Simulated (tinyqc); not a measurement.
Frequency dispersion of an accumulation capacitance by border traps, distributed model: two steps of the calculation.

Traps spread evenly through the insulator exchange electrons with the semiconductor by tunnelling, with tau(x) = t0 exp(2 ka x) at depth x from the interface. The admittance per area Y seen at depth x obeys dY/dx = -Y^2/(i w eps0 eox) + q Nb ln(1 + i w tau)/tau, with Y(0) = i w Cs and w = 2 pi f; the gate sees Y(tox) = G + i w C. Working variable y = Y/(i w), in uF/cm^2. Cox = eps0 eox/tox.

Values chosen for this exercise; permittivity close to that of silicon dioxide:
```
symbol,value,unit,meaning
eox,3.73,,relative permittivity of the insulator
tox,3.1,nm,insulator thickness
Cs,2.1,uF/cm^2,semiconductor capacitance in accumulation
Nb,6.6e18,cm^-3 eV^-1,density of border traps
ka,4.7,1/nm,decay constant of the wave function in the insulator
t0,3e-11,s,time constant of a trap at the interface
f,10000,Hz,frequency
xe,1.9,nm,depth down to which the steps are taken
```

Constants: q = 1.602176634e-19 C, eps0 = 8.8541878128e-14 F/cm where lengths are in cm. Results are converted to the units shown.

Problem 1. Scales and lumped estimate. Cox; trap-free value 1/(1/Cox + 1/Cs); response depth d = ln(1/(w t0))/(2 ka), where w tau = 1; lumped estimate: all traps within d act as C_bt = q Nb d placed at d/2, so C = 1/{1/[1/(1/Cs + d/(2 eps0 eox)) + C_bt] + (tox - d/2)/(eps0 eox)}.

Give: Cox; trap-free C; d; C_bt; lumped C.

Solution 1.

Cox = 1.0654 uF/cm^2
trap-free C = 0.70679 uF/cm^2
d = 1.4023 nm
C_bt = 0.14828 uF/cm^2
lumped C = 0.74016 uF/cm^2

The traps within reach amount to 0.0706 Cs and lie in the first 45.2 % of the insulator.

Problem 2. Capacitance and conductance at the gate. Beyond xe the traps are ignored, so 1/y(tox) = 1/y(xe) + (tox - xe)/(eps0 eox); C = Re y, G/w = -Im y, loss tangent G/(w C).

y at xe = 1.0258832-0.0131087i uF/cm^2

Give: y at the gate; C; G/w; loss tangent.

Solution 2.

y at the gate = 0.7473-0.0070i uF/cm^2
C = 0.7473 uF/cm^2
G/w = 0.006956 uF/cm^2
loss tangent = 0.009308

Computed by the program tinyqc: `OMP_NUM_THREADS=1 python tinyqc.py 2202182 2202183 out.jsonl`, one thread of a shared Intel Xeon 2.30GHz, about 0.3 s for the whole run.
